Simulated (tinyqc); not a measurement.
Inside a calculation: deformation-potential model of the Delta valleys of a conduction band. Values are carried at full precision from step to step, so a last printed digit may differ when a step is redone from the rounded ones.

s11 = (C11 + C12)/((C11 - C12)(C11 + 2 C12)), s12 = -C12/((C11 - C12)(C11 + 2 C12)), s44 = 1/C44; exx = s11 sxx + s12 (syy + szz) and cyclic, exy = s44 sxy/2; tension is positive. A uniaxial stress X along the unit vector n is s_ij = X n_i n_j.

Constants: kB = 8.617333262e-05 eV/K; hbar^2/2m0 = 3.80998211 eV angstrom^2.

Values chosen for the exercise (near those of Si; shifted at random, so the results belong to these values and not to a real crystal):
- C11 = 156.6 GPa
- C12 = 64.3 GPa
- C44 = 78.6 GPa
- load = uniaxial [100] (kind of stress)
- X = 1.24 GPa (stress)
- Xd = 1.08 eV (dilation potential)
- Xu = 9.68 eV (uniaxial potential)
- T = 400 K (temperature)
- ml = 0.916 m0 (longitudinal mass)
- mt = 0.195 m0 (transverse mass)

## Strain from a uniaxial [100] stress

Form the compliances and the strain.

s11, s12, s44 (1/TPa): 8.3916  -2.4426  12.7226

strain tensor:
```
          x          y          z
x  0.010406   0.000000   0.000000
y  0.000000  -0.003029   0.000000
z  0.000000   0.000000  -0.003029
```

## Valley shifts

Valleys with axes along x, y and z, each a pair at +k and -k. Herring-Vogt shift of a valley with unit axis a: dE = Xd tr(e) + Xu a.e.a. Non-degenerate shares n_i = exp(-dE_i/kT)/sum_j exp(-dE_j/kT). Inverse mass tensor of a valley: (1 - a a)/mt + a a/ml; the masses are taken as independent of strain.

Apply the Herring-Vogt formula to each valley.

Xd tr(e) = 4.70 meV

a.e.a: x 0.010406, y -0.003029, z -0.003029

shifts dE (meV): x 105.42, y -24.62, z -24.62

The lowest valleys are y and z, 130.0 meV below the highest; the mean shift over all valleys is (Xd + Xu/3) tr(e) = 18.72 meV.

## Shares of the electrons

Boltzmann factors of the shifts.

kT = 34.469 meV

shares: x 0.0114, y 0.4943, z 0.4943

effective number of valley axes, 1/(largest share) = 2.023

## Conductivity mass tensor

With one scattering time for all valleys the conductivity goes as M = sum_i n_i (inverse mass tensor of valley i); along the unit vector u, 1/m_c = u.M.u. Without stress 1/m_c = (1/ml + 2/mt)/3. Take u along [1-10].

M (1/m0):
```
       x      y      z
x  5.082  0.000  0.000
y  0.000  3.133  0.000
z  0.000  0.000  3.133
```

m_c along [1-10] = 0.2435 m0
m_c without stress = 0.2644 m0

The repopulation alone changes the mobility along [1-10] by +8.6 %; with all electrons in the valleys lightest or heaviest along this direction it would change by +36 or -18 %.

## Effective density of states

Each of the 6 whole valleys has m_d = (ml mt^2)^(1/3) and N = 2 (m_d kT/(4 pi c))^(3/2), c = hbar^2/2m0. Counted from the lowest edge, Nc = N x 2 x sum_i exp(-(dE_i - dE_min)/kT). 1 angstrom^-3 = 1e24 cm^-3.

m_d = 0.3266 m0
N of one valley = 7.210e+18 cm^-3
Nc under stress = 2.917e+19 cm^-3
Nc without stress = 4.326e+19 cm^-3

## Piezoresistance from repopulation

For small stress d(rho)/rho = pi X. For valleys on the cube axes pi11 = -(2/3) Xu (s11 - s12)/kT x (K - 1)/(2K + 1), pi12 = -pi11/2, pi44 = 0, K = ml/mt. For stress along [110]: pi_l = (pi11 + pi12 + pi44)/2 with the current along it and pi_t = (pi11 + pi12 - pi44)/2 with the current along [1-10]. 1/GPa = 100 x 1e-11/Pa.

K = 4.697

pi11, pi12, pi44 (1e-11/Pa): -72.1  36.1  0.0

pi_l, pi_t for [110] (1e-11/Pa): -18.0  -18.0

Only the transfer between valleys is counted; changes of mass and of intervalley scattering add to it in a real crystal.

## Checks

- Conductivity mass at zero stress against 3/(1/ml + 2/mt): both 0.2643611.
- Piezoresistance coefficients by finite differences against the closed form: largest difference 8.7e-09.

tinyqc: `OMP_NUM_THREADS=1 python tinyqc.py 1050678 1050679 out.jsonl`; about 0.02 s, one thread, shared Intel(R) Xeon(R) Processor @ 2.30GHz.
